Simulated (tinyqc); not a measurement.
Barrier width: Kronig-Penney superlattice by transfer matrices.

Wells (width a, potential 0, mass mw) alternate with barriers (width b, height V0, mass mb); period d = a + b; c = hbar^2/2m0. The vector (psi, psi'/m) is continuous, and a layer of thickness t carries it by M = [[cos kt, (m/k) sin kt], [-(k/m) sin kt, cos kt]] with k = sqrt(m (E - V)/c); for E < V, k = i kappa gives [[cosh, (m/kappa) sinh], [(kappa/m) sinh, cosh]] of kappa t. A Bloch state obeys cos(q d) = tr(Mb Mw)/2.

Constants: hbar^2/2m0 = 3.80998211 eV angstrom^2.

Values chosen for the exercise (near those of an InGaAs superlattice with barriers of InP; shifted at random, so the results belong to these values and not to a real crystal):
```
symbol  value                                   unit      meaning
a       146                                     angstrom  well width
V0      0.243                                   eV        barrier height
mw      0.0407                                  m0        mass in the wells
mb      0.0827                                  m0        mass in the barriers
bs      (11.5, 17.2, 23, 29.9, 36.8, 46, 57.5)  angstrom  barrier widths
```

First miniband against b. m_z = -2 c f'/d^2 with f = tr M/2 at the bottom of the band. E1 is the level of the single well, kappa1 its decay constant in the barrier.

First miniband:
```
b (angstrom)  bottom (eV)  top (eV)  W (meV)    ln W  m_z (m0)
11.5               0.0128    0.0328    19.96   2.994    0.0504
17.2               0.0161    0.0296    13.50   2.603    0.0606
23.0               0.0183    0.0274    9.055   2.203    0.0761
29.9               0.0200    0.0257    5.624   1.727     0.104
36.8               0.0211    0.0246    3.492   1.250     0.146
46.0               0.0219    0.0238    1.849   0.615     0.238
57.5               0.0224    0.0233   0.8349  -0.180     0.454
```

E1 = 0.0228 eV
kappa1 = 0.0691 1/angstrom

W falls from 20.0 to 0.83 meV, and both edges close in on E1. The slope of ln W is -0.0686 per angstrom over the first two rows and -0.0691 over the last two, against -kappa1 = -0.0691: the width follows one power of the tunnelling amplitude once the wells couple weakly. m_z grows by a factor 9.0.

Computed by tinyqc, a small Python program: `OMP_NUM_THREADS=1 python tinyqc.py 1250810 1250811 out.jsonl` (the numbers bound the seed that draws the inputs); one thread of a shared host (Intel(R) Xeon(R) Processor @ 2.30GHz), about 0.2 s for the whole set of steps.
